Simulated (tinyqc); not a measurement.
Recursion (Haydock) method for the local density of states: surface site of a cubic lattice, step by step. Values are carried at full precision from step to step, so a last printed digit may differ when a step is redone from the rounded ones.

One orbital a site at energy 0, hopping -t to the 6 nearest neighbours of a cubic lattice; the start u0 is a site in the outermost layer of a half crystal, with energy V. Recursion: a_n = <u_n|H|u_n>, b_(n+1) u_(n+1) = (H - a_n) u_n - b_n u_(n-1), b > 0. G(z) = 1/(z - a0 - b1^2/(z - a1 - b2^2/(...))), z = E + i eta. After n levels the tail is b_n^2 T with the square-root terminator T = (z - sqrt(z - 2b) sqrt(z + 2b))/(2 b^2), b = 3t so that the band edges lie at -/+ 6t.

Values chosen for the exercise:
- t = 0.76 eV (hopping)
- V = 0 eV (shift of the starting site)
- n = 6 (levels kept)
- E = 2.09 eV (energy)
- eta = 0.038 eV (broadening)

## The coefficients

Carry the recursion for n levels; the lattice is large enough that no wall but the surface is met.

Coefficients:

| n | a_n (eV) | b_(n+1) (eV) | b_(n+1)^2/t^2 |
|---|---|---|---|
| 0 | 0.0000 | 1.69941 | 5.0000 |
| 1 | 0.0000 | 2.06742 | 7.4000 |
| 2 | 0.0000 | 2.15033 | 8.0054 |
| 3 | 0.0000 | 2.19197 | 8.3184 |
| 4 | 0.0000 | 2.22607 | 8.5793 |
| 5 | 0.0000 | 2.23296 | 8.6325 |

b1^2/t^2 = 5 counts the neighbours of the start. All a_n vanish because the lattice is bipartite and V = 0. The b_n tend to a quarter of the band width, 2.280 eV.

## Moments from the coefficients

For a1 = a2 = 0: mu1 = a0, mu2 = a0^2 + b1^2, mu3 = a0^3 + 2 a0 b1^2, mu4 = a0^4 + 3 a0^2 b1^2 + b1^4 + b1^2 b2^2.

mu1 to mu4 (eV^n): 0.000  2.888  0.000  20.685

mu4/t^4 = 62 is the number of closed walks of four steps.

## The continued fraction at one energy

Start from the terminator and work up: G_i = 1/(z - a_i - S_i), S_i = b_(i+1)^2 G_(i+1), with T in place of G_n. The density is -Im G_0/pi.

Levels of the fraction:

| i | S_i (eV) | G_i (1/eV) |
|---|---|---|
| 5 | 0.9929-1.9256i | 0.2169-0.3881i |
| 4 | 1.0746-1.9233i | 0.2082-0.4021i |
| 3 | 1.0002-1.9319i | 0.2150-0.3887i |
| 2 | 0.9942-1.7972i | 0.2398-0.4017i |
| 1 | 1.0251-1.7169i | 0.2527-0.4165i |
| 0 | 0.7298-1.2028i | 0.4013-0.3661i |

local density of states = 0.1165 1/eV

A direct sum over the zone gives 0.1167 1/eV at the same z; 6 levels miss it by -0.2 %.

## Checks

- G from 7 levels against a direct sum over the zone at E = 7.2960 eV, above the band (1/eV): both 0.14574.

(tinyqc, `OMP_NUM_THREADS=1 python tinyqc.py 1481715 1481716 out.jsonl`, Intel(R) Xeon(R) Processor @ 2.30GHz, 1 thread, shared host, about 0.2 s.)
